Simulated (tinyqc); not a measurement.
Worked calculation: RKS/BP86 in the 3-21g basis, for H2, spin multiplicity 1. Computed by tinyqc, a small Python program that keeps every step (integrals from PySCF). Settings: charge = 0, multiplicity = 1, basis = 3-21g, energy threshold = 1e-09, iteration cap = 59, orthogonalisation = symmetric, start = core, DIIS depth = 0, method = RKS, functional = b88,p86, grid = [30, 14]. Command: `OMP_NUM_THREADS=1 python tinyqc.py 23786 23787 out.jsonl` (the two numbers bound the seeds that draw the settings). One thread of a shared host (Intel(R) Xeon(R) Processor @ 2.60GHz), about 0.2 s of CPU time with the checks. Later iterations appear only in the table of the cycle.

## One-electron integrals

Geometry (angstrom):
```
atom         x         y         z
H     0.000000  0.000000  0.000000
H     0.000000  0.000000  0.755000
```

Basis 3-21g: exponents (1/bohr^2) and contraction coefficients of normalised primitives:
```
element  l (shell)  exponent  coefficient
H            s (1)  5.447178     0.156285
H            s (1)  0.824547     0.904691
H            s (2)  0.183192     1.000000
```

Overlap, kinetic and nuclear-attraction integrals over the contracted functions; the nuclear repulsion is the sum of Za Zb / Rab.

nuclear repulsion = 0.70089697 hartree

overlap S:
```
          1H 1s     1H 2s     2H 1s     2H 2s
1H 1s  1.000000  0.645899  0.390278  0.474734
1H 2s  0.645899  1.000000  0.474734  0.829898
2H 1s  0.390278  0.474734  1.000000  0.645899
2H 2s  0.474734  0.829898  0.645899  1.000000
```

kinetic energy T (hartree):
```
          1H 1s     1H 2s     2H 1s     2H 2s
1H 1s  1.549405  0.293152  0.192772  0.171102
1H 2s  0.293152  0.274788  0.171102  0.199700
2H 1s  0.192772  0.171102  1.549405  0.293152
2H 2s  0.171102  0.199700  0.293152  0.274788
```

nuclear attraction V (hartree):
```
           1H 1s      1H 2s      2H 1s      2H 2s
1H 1s  -2.416326  -1.216980  -0.923928  -0.927656
1H 2s  -1.216980  -1.228326  -0.927656  -1.066963
2H 1s  -0.923928  -0.927656  -2.416326  -1.216980
2H 2s  -0.927656  -1.066963  -1.216980  -1.228326
```

core Hamiltonian H = T + V (hartree):
```
           1H 1s      1H 2s      2H 1s      2H 2s
1H 1s  -0.866922  -0.923828  -0.731156  -0.756554
1H 2s  -0.923828  -0.953538  -0.756554  -0.867263
2H 1s  -0.731156  -0.756554  -0.866922  -0.923828
2H 2s  -0.756554  -0.867263  -0.923828  -0.953538
```

## Two-electron integrals

Functions are numbered as in S; the eight-fold symmetry (ij|kl) = (ji|kl) = (kl|ij) leaves the list below.

Two-electron integrals (ij|kl) in chemists' order, unique and non-zero (hartree):
```
(11|11) 1.140145   (21|11) 0.611403   (21|21) 0.345152   (22|11) 0.626370
(22|21) 0.380329   (22|22) 0.482957   (31|11) 0.367464   (31|21) 0.208367
(31|22) 0.230290   (31|31) 0.159924   (32|11) 0.333945   (32|21) 0.201141
(32|22) 0.247686   (32|31) 0.162002   (32|32) 0.185858   (33|11) 0.665218
(33|21) 0.408807   (33|22) 0.516600   (33|31) 0.367464   (33|32) 0.442499
(33|33) 1.140145   (41|11) 0.442499   (41|21) 0.250680   (41|22) 0.277858
(41|31) 0.162002   (41|32) 0.159665   (41|33) 0.333945   (41|41) 0.185858
(42|11) 0.493824   (42|21) 0.301608   (42|22) 0.388690   (42|31) 0.200882
(42|32) 0.227313   (42|33) 0.493824   (42|41) 0.227313   (42|42) 0.332627
(43|11) 0.408807   (43|21) 0.250606   (43|22) 0.320250   (43|31) 0.208367
(43|32) 0.250680   (43|33) 0.611403   (43|41) 0.201141   (43|42) 0.301608
(43|43) 0.345152   (44|11) 0.516600   (44|21) 0.320250   (44|22) 0.429085
(44|31) 0.230290   (44|32) 0.277858   (44|33) 0.626370   (44|41) 0.247686
(44|42) 0.388690   (44|43) 0.380329   (44|44) 0.482957
```

## Orthogonalisation

S = U s U^T; symmetric (Loewdin) form X = U s^(-1/2) U^T, so that X^T S X = 1.

eigenvalues of S: 0.111319  0.468101  0.668505  2.752075

X:
```
           1H 1s      1H 2s      2H 1s      2H 2s
1H 1s   1.262541  -0.483191  -0.147689   0.061816
1H 2s  -0.483191   1.879787   0.061816  -0.930238
2H 1s  -0.147689   0.061816   1.262541  -0.483191
2H 2s   0.061816  -0.930238  -0.483191   1.879787
```

## Starting guess

The start is the orbitals of the core Hamiltonian; D = 2 C_occ C_occ^T.

D at the start:
```
          1H 1s     1H 2s     2H 1s     2H 2s
1H 1s  0.310391  0.174000  0.310391  0.174000
1H 2s  0.174000  0.097541  0.174000  0.097541
2H 1s  0.310391  0.174000  0.310391  0.174000
2H 2s  0.174000  0.097541  0.174000  0.097541
```

## Iteration 1: exchange-correlation on the grid

Becke grid with 30 radial and 14 angular points per atom, points of zero weight dropped. rho = sum D_ij phi_i phi_j; V_xc,ij = sum w v_xc phi_i phi_j plus the gradient terms; v_xc is d(rho eps)/d rho at fixed gradient.

The 16 grid points with the largest w rho, of 816 (bohr, atomic units):
```
x                  y         z         w       rho  |grad rho|^2     eps_xc       v_xc
0.511455    0.511455  0.915289  0.105204  0.136689      0.073793  -0.449298  -0.553476
-0.511455  -0.511455  0.915289  0.105204  0.136689      0.073793  -0.449298  -0.553476
0.511455   -0.511455  0.915289  0.105204  0.136689      0.073793  -0.449298  -0.553476
-0.511455   0.511455  0.915289  0.105204  0.136689      0.073793  -0.449298  -0.553476
0.511455   -0.511455  0.511455  0.105204  0.136689      0.073793  -0.449298  -0.553476
-0.511455   0.511455  0.511455  0.105204  0.136689      0.073793  -0.449298  -0.553476
0.511455    0.511455  0.511455  0.105204  0.136689      0.073793  -0.449298  -0.553476
-0.511455  -0.511455  0.511455  0.105204  0.136689      0.073793  -0.449298  -0.553476
0.621731   -0.621731  0.621731  0.141668  0.099040      0.048357  -0.412782  -0.495342
-0.621731  -0.621731  0.805012  0.141668  0.099040      0.048357  -0.412782  -0.495342
-0.621731   0.621731  0.805012  0.141668  0.099040      0.048357  -0.412782  -0.495342
-0.621731   0.621731  0.621731  0.141668  0.099040      0.048357  -0.412782  -0.495342
0.621731   -0.621731  0.805012  0.141668  0.099040      0.048357  -0.412782  -0.495342
-0.621731  -0.621731  0.621731  0.141668  0.099040      0.048357  -0.412782  -0.495342
0.621731    0.621731  0.621731  0.141668  0.099040      0.048357  -0.412782  -0.495342
0.621731    0.621731  0.805012  0.141668  0.099040      0.048357  -0.412782  -0.495342
```

electrons on the grid, sum of w rho = 2.015770

E_xc = sum of w rho eps_xc = -0.80148662 hartree

V_xc (hartree):
```
           1H 1s      1H 2s      2H 1s      2H 2s
1H 1s  -0.594041  -0.319879  -0.241466  -0.245551
1H 2s  -0.319879  -0.302066  -0.245551  -0.265556
2H 1s  -0.241466  -0.245551  -0.594041  -0.319879
2H 2s  -0.245551  -0.265556  -0.319879  -0.302066
```

## Iteration 1: building the Kohn-Sham matrix

J_ij = sum D_kl (ij|kl); F = H + J + V_xc; E = tr D H + tr D J / 2 + E_xc + E_nn.

Coulomb J (hartree):
```
          1H 1s     1H 2s     2H 1s     2H 2s
1H 1s  1.621542  0.937746  0.669284  0.714651
1H 2s  0.937746  1.089206  0.714651  0.940106
2H 1s  0.669284  0.714651  1.621542  0.937746
2H 2s  0.714651  0.940106  0.937746  1.089206
```

Kohn-Sham matrix F (hartree):
```
           1H 1s      1H 2s      2H 1s      2H 2s
1H 1s   0.160578  -0.305962  -0.303339  -0.287454
1H 2s  -0.305962  -0.166398  -0.287454  -0.192713
2H 1s  -0.303339  -0.287454   0.160578  -0.305962
2H 2s  -0.287454  -0.192713  -0.305962  -0.166398
```

total energy of this density = -1.13337199 hartree

## Iteration 1: diagonalisation and new density

Diagonalise F' = X^T F X, C = X C', fill 1 alpha and 1 beta electrons from the bottom; D = 2 C_occ C_occ^T. Each column has its largest component positive (the first on a tie).

F' = X^T F X (hartree):
```
           1          2          3          4
1   0.637611  -0.499254  -0.321270  -0.023554
2  -0.499254   0.264003  -0.023554  -0.138271
3  -0.321270  -0.023554   0.637611  -0.499254
4  -0.023554  -0.138271  -0.499254   0.264003
```

orbital energies (hartree): MO1 -0.310387, MO2 0.129449, MO3 0.752460, MO4 1.231706

coefficients C:
```
            MO1        MO2        MO3        MO4
1H 1s  0.276174   0.161808   0.796213  -1.056745
1H 2s  0.324729   1.531901  -0.658901   1.322844
2H 1s  0.276174  -0.161808   0.796213   1.056745
2H 2s  0.324729  -1.531901  -0.658901  -1.322844
```

D after iteration 1:
```
          1H 1s     1H 2s     2H 1s     2H 2s
1H 1s  0.152544  0.179363  0.152544  0.179363
1H 2s  0.179363  0.210898  0.179363  0.210898
2H 1s  0.152544  0.179363  0.152544  0.179363
2H 2s  0.179363  0.210898  0.179363  0.210898
```

## Iteration 2: exchange-correlation on the grid

As before.

The 16 grid points with the largest w rho, of 816 (bohr, atomic units):
```
x                  y         z         w       rho  |grad rho|^2     eps_xc       v_xc
0.621731    0.621731  0.621731  0.141668  0.087829      0.025490  -0.393107  -0.482464
-0.621731  -0.621731  0.621731  0.141668  0.087829      0.025490  -0.393107  -0.482464
0.621731   -0.621731  0.621731  0.141668  0.087829      0.025490  -0.393107  -0.482464
-0.621731   0.621731  0.621731  0.141668  0.087829      0.025490  -0.393107  -0.482464
0.621731   -0.621731  0.805012  0.141668  0.087829      0.025490  -0.393107  -0.482464
-0.621731  -0.621731  0.805012  0.141668  0.087829      0.025490  -0.393107  -0.482464
0.621731    0.621731  0.805012  0.141668  0.087829      0.025490  -0.393107  -0.482464
-0.621731   0.621731  0.805012  0.141668  0.087829      0.025490  -0.393107  -0.482464
-0.511455  -0.511455  0.511455  0.105204  0.114305      0.035479  -0.422280  -0.527277
0.511455   -0.511455  0.511455  0.105204  0.114305      0.035479  -0.422280  -0.527277
-0.511455   0.511455  0.511455  0.105204  0.114305      0.035479  -0.422280  -0.527277
0.511455    0.511455  0.511455  0.105204  0.114305      0.035479  -0.422280  -0.527277
0.511455   -0.511455  0.915289  0.105204  0.114305      0.035479  -0.422280  -0.527277
-0.511455  -0.511455  0.915289  0.105204  0.114305      0.035479  -0.422280  -0.527277
0.511455    0.511455  0.915289  0.105204  0.114305      0.035479  -0.422280  -0.527277
-0.511455   0.511455  0.915289  0.105204  0.114305      0.035479  -0.422280  -0.527277
```

electrons on the grid, sum of w rho = 2.006469

E_xc = sum of w rho eps_xc = -0.68886407 hartree

V_xc (hartree):
```
           1H 1s      1H 2s      2H 1s      2H 2s
1H 1s  -0.557909  -0.309448  -0.226970  -0.236487
1H 2s  -0.309448  -0.314950  -0.236487  -0.274703
2H 1s  -0.226970  -0.236487  -0.557909  -0.309448
2H 2s  -0.236487  -0.274703  -0.309448  -0.314950
```

## Iteration 2: building the Kohn-Sham matrix

As before.

Coulomb J (hartree):
```
          1H 1s     1H 2s     2H 1s     2H 2s
1H 1s  1.481355  0.869959  0.608488  0.660610
1H 2s  0.869959  1.040749  0.660610  0.895670
2H 1s  0.608488  0.660610  1.481355  0.869959
2H 2s  0.660610  0.895670  0.869959  1.040749
```

Kohn-Sham matrix F (hartree):
```
           1H 1s      1H 2s      2H 1s      2H 2s
1H 1s   0.056525  -0.363318  -0.349638  -0.332431
1H 2s  -0.363318  -0.227739  -0.332431  -0.246296
2H 1s  -0.349638  -0.332431   0.056525  -0.363318
2H 2s  -0.332431  -0.246296  -0.363318  -0.227739
```

total energy of this density = -1.17288668 hartree

## Iteration 2: diagonalisation and new density

As before.

F' = X^T F X (hartree):
```
           1          2          3          4
1   0.532977  -0.502427  -0.327769  -0.030267
2  -0.502427   0.219542  -0.030267  -0.142236
3  -0.327769  -0.030267   0.532977  -0.502427
4  -0.030267  -0.142236  -0.502427   0.219542
```

orbital energies (hartree): MO1 -0.395261, MO2 0.077241, MO3 0.677777, MO4 1.145282

coefficients C:
```
            MO1        MO2        MO3        MO4
1H 1s  0.300260   0.184619   0.787445  -1.052999
1H 2s  0.304541   1.502940  -0.668472   1.355658
2H 1s  0.300260  -0.184619   0.787445   1.052999
2H 2s  0.304541  -1.502940  -0.668472  -1.355658
```

D after iteration 2:
```
          1H 1s     1H 2s     2H 1s     2H 2s
1H 1s  0.180312  0.182883  0.180312  0.182883
1H 2s  0.182883  0.185490  0.182883  0.185490
2H 1s  0.180312  0.182883  0.180312  0.182883
2H 2s  0.182883  0.185490  0.182883  0.185490
```

## Iteration 8 (converged): orbitals

converged F (hartree):
```
           1H 1s      1H 2s      2H 1s      2H 2s
1H 1s   0.073930  -0.353688  -0.341871  -0.324874
1H 2s  -0.353688  -0.217659  -0.324874  -0.237463
2H 1s  -0.341871  -0.324874   0.073930  -0.353688
2H 2s  -0.324874  -0.237463  -0.353688  -0.217659
```

As before.

F' = X^T F X (hartree):
```
           1          2          3          4
1   0.550402  -0.501747  -0.326697  -0.029094
2  -0.501747   0.226608  -0.029094  -0.141533
3  -0.326697  -0.029094   0.550402  -0.501747
4  -0.029094  -0.141533  -0.501747   0.226608
```

orbital energies (hartree): MO1 -0.380957, MO2 0.085815, MO3 0.689738, MO4 1.159425

coefficients C:
```
            MO1        MO2        MO3        MO4
1H 1s  0.296176   0.180511   0.788990  -1.053711
1H 2s  0.308000   1.508215  -0.666885   1.349786
2H 1s  0.296176  -0.180511   0.788990   1.053711
2H 2s  0.308000  -1.508215  -0.666885  -1.349786
```

D after iteration 8:
```
          1H 1s     1H 2s     2H 1s     2H 2s
1H 1s  0.175441  0.182444  0.175441  0.182444
1H 2s  0.182444  0.189728  0.182444  0.189728
2H 1s  0.175441  0.182444  0.175441  0.182444
2H 2s  0.182444  0.189728  0.182444  0.189728
```

## Convergence

Stop when the energy changes by less than 1e-09 hartree and every element of the error matrix X^T (F D S - S D F) X is below 9e-06.

Course of the cycle:
```
iteration  E (hartree)     change  largest element of the error matrix
1          -1.13337199          -                             1.60e-01
2          -1.17288668  -3.95e-02                             3.26e-02
3          -1.17446142  -1.57e-03                             6.68e-03
4          -1.17452826  -6.68e-05                             1.37e-03
5          -1.17453106  -2.80e-06                             2.82e-04
6          -1.17453118  -1.18e-07                             5.80e-05
7          -1.17453118  -4.99e-09                             1.19e-05
8          -1.17453118  -2.10e-10                             2.45e-06
```

PySCF RKS in the same basis, fine grid = -1.16920115 hartree

Converged in 8 iterations. The coarse grid moves the energy by -5.33e-03 hartree.

## Populations, bond orders and dipole

Mulliken: Z minus the diagonal of D S on the atom; Loewdin: the same with S^(1/2) D S^(1/2); Mayer order: 2 sum_s sum (D(s) S)_ij (D(s) S)_ji over the two atoms.

Charges (e):
```
atom  Mulliken   Loewdin
1H           0  0.000000
2H           0         0
```

Mayer bond orders:
```
pair     order
2-1   1.000000
```

dipole moment about the origin, x y z (debye): 0.000000  0.000000  0.000000
